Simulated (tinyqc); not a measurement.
Dispersion and weight of the plasmon: plasmons of a degenerate electron gas in the random-phase approximation.

Zero temperature, parabolic band: kF = (3 pi^2 n)^(1/3), EF = c kF^2/m, Ep^2 = 8 pi c e2 n/(m eb), qTF^2 = 6 pi e2 n/(eb EF), c = hbar^2/2m0, e2 = e^2/(4 pi eps0), n in 1/angstrom^3 (1e-24 per 1/cm^3).

Lindhard function: eps(q, E)/eb = 1 + (qTF/q)^2 (f1 + i f2) with z = q/(2 kF), u = E/(hbar vF q), hbar vF = 2 c kF/m; f1 = 1/2 + [h(z - u) + h(z + u)]/(8 z), h(x) = (1 - x^2) ln|(x + 1)/(x - 1)|; f2 = pi u/2 for z + u < 1, (pi/(8 z))(1 - (z - u)^2) for |z - u| < 1 < z + u, else 0. Pairs exist for c (q^2 - 2 q kF)/m < E < c (q^2 + 2 q kF)/m.

Constants: hbar^2/2m0 = 3.80998211 eV angstrom^2; e^2/(4 pi eps0) = 14.39964547 eV angstrom.

Parameters, chosen for this exercise (out of a larger set: a free-electron density near that of Al; not measured data): n = 1.77e+23 1/cm^3 (electron density); m = 1 m0 (mass); eb = 1 (background dielectric constant).

Short formula: E^2 = Ep^2 + (3/5)(hbar vF q)^2 + (c q^2/m)^2; qc is where the plasmon meets the top of the continuum. The weight is the share of the f-sum that the plasmon carries, 2E/(Ep^2 d(eps/eb)/dE); a dash marks no undamped root.

Energies (eV):
```
q (1/angstrom)   q/kF  top of continuum  plasmon  short formula  weight
0.129           0.074             1.771    15.68          15.68   1.000
0.322           0.185             4.657    15.98          15.97   1.000
0.515           0.296             7.827    16.54          16.52   0.997
0.708           0.408             11.28    17.43          17.33   0.986
0.901           0.519             15.02    18.70          18.41   0.951
1.03            0.593             17.67    19.85          19.28   0.894
1.16            0.668             20.48    21.35          20.29   0.765
1.25            0.720             22.50    22.68          21.06   0.553
1.42            0.818             26.48        -          22.69       -
1.67            0.961             32.73        -          25.50       -
```

qc = 1.287 1/angstrom

Ep = 15.62 eV. The plasmon rises from 15.68 to 22.68 eV just before qc, 45 % above Ep. The short formula errs by -0.54 % at q/kF = 0.41 and -7.12 % next to qc. The weight falls from 1.000 to 0.553 as pairs take over the sum.

Computed by tinyqc, a small Python program: `OMP_NUM_THREADS=1 python tinyqc.py 1650137 1650138 out.jsonl` (the numbers bound the seed that draws the inputs); one thread of a shared host (Intel(R) Xeon(R) Processor @ 2.30GHz), about 0.01 s for the whole set of steps.
